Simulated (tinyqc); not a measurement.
Inside a calculation: three-band tight binding of a dichalcogenide monolayer. Values are carried at full precision from step to step, so a last printed digit may differ when a step is redone from the rounded ones.

Basis dz2, dxy, dx2-y2 on a triangular lattice, nearest neighbours; alpha = kx a/2, beta = sqrt3 ky a/2. h0 = e1 + 2 t0 (cos 2alpha + 2 cos alpha cos beta); h1 = -2 sqrt3 t2 sin alpha sin beta + 2i t1 (sin 2alpha + sin alpha cos beta); h2 = 2 t2 (cos 2alpha - cos alpha cos beta) + 2i sqrt3 t1 cos alpha sin beta; h11 = e2 + 2 t11 cos 2alpha + (t11 + 3 t22) cos alpha cos beta; h22 = e2 + 2 t22 cos 2alpha + (3 t11 + t22) cos alpha cos beta; h12 = sqrt3 (t22 - t11) sin alpha sin beta + 4i t12 sin alpha (cos alpha - cos beta) + i lam sz. H = [[h0, h1, h2], [., h11, h12], [., ., h22]], Hermitian; the lowest band of each spin is filled. K = (4 pi/3a, 0), M = (pi/a, pi/(sqrt3 a)).

Inputs chosen for the exercise (near a published set for monolayer WS2; the results hold for these values, not for the real material):
```
symbol  value         unit        meaning
a       3.19          angstrom    lattice constant
e1      1.132         eV          level of dz2
e2      2.274         eV          level of dxy and dx2-y2
t0      -0.21         eV          hopping
t1      0.575         eV          hopping
t2      0.535         eV          hopping
t11     0.285         eV          hopping
t12     0.378         eV          hopping
t22     -0.062        eV          hopping
lam     0.215         eV          spin-orbit constant
sz      1                         spin
k       (0.96, 0.25)  1/angstrom  wave vector
```

## H at one k

Form alpha, beta and the matrix.

alpha, beta (rad): [1.53120, 0.69066]

H (eV), rows z2, xy, x2-y2 and columns alike:
```
[[1.5251, -1.1797+0.9767i, -1.0993+0.0502i],
 [-1.1797-0.9767i, 1.7088, -0.3826-0.8898i],
 [-1.0993-0.0502i, -0.3826+0.8898i, 2.4218]]
```

## Levels and weights

Diagonalise H.

levels (eV): [-0.5918, 2.7809, 3.4666]

weights, rows z2, xy, x2-y2; columns band 1, band 2, band 3:
```
[[0.438, 0.239, 0.323],
 [0.378, 0.329, 0.294],
 [0.184, 0.432, 0.383]]
```

## Closed forms at K and Gamma

Three-band model of dz2 (level e1) and dxy, dx2-y2 (level e2), spin sz = +/-1; t1 and t2 drop out at these points. At K: e2 - (3/2)(t11 + t22) - 3 sqrt3 t12 + lam sz (valence), e1 - 3 t0 (conduction), e2 - (3/2)(t11 + t22) + 3 sqrt3 t12 - lam sz. At Gamma: e1 + 6 t0 (valence) and e2 + 3 (t11 + t22) -/+ lam.

Levels (eV):
```
point          band 1  band 2  band 3
K, spin up     0.1904  1.7620  3.6886
K, spin down  -0.2396  1.7620  4.1186
Gamma         -0.1280  2.7280  3.1580
```

smallest direct gap at K = 1.5716 eV
Ev(K) - Ev(Gamma) = 0.3184 eV

Of the two points, the valence band is higher at K, by 318 meV. The dz2 conduction state at K has no atomic orbital angular momentum (Lz = 0) and is not split at this order.

## Bands for both spins

The two lowest bands at the points named.

Levels (eV):
```
k           v, up   c, up  v, down  c, down
G         -0.1280  2.7280  -0.1280   2.7280
G-K 0.25  -0.5987  2.8025  -0.6406   2.9405
G-K 0.5   -0.9315  2.9422  -1.0858   3.2240
G-K 0.6   -0.8498  3.0916  -1.0519   3.2148
G-K 0.75  -0.4916  2.7290  -0.7699   2.6052
G-K 0.9    0.0180  1.9850  -0.3632   1.9403
K          0.1904  1.7620  -0.2396   1.7620
K-M 0.5   -0.3598  2.5168  -0.6146   2.3933
M         -0.6948  2.7267  -0.6948   2.7267
M-G 0.5   -0.9459  2.8177  -0.9459   2.8177
```

The spins are degenerate from M to Gamma, since a vertical mirror plane holds this line and flips sz, and the valence splitting is largest at K (430 meV). The lowest conduction level listed is at K. With nearest neighbours alone the model is made for the neighbourhood of K.

## Checks

- Closed forms at K against the matrix: they agree to 1e-10 or better.

(tinyqc, `OMP_NUM_THREADS=1 python tinyqc.py 1480271 1480272 out.jsonl`, Intel(R) Xeon(R) Processor @ 2.30GHz, 1 thread, shared host, about 0.02 s.)
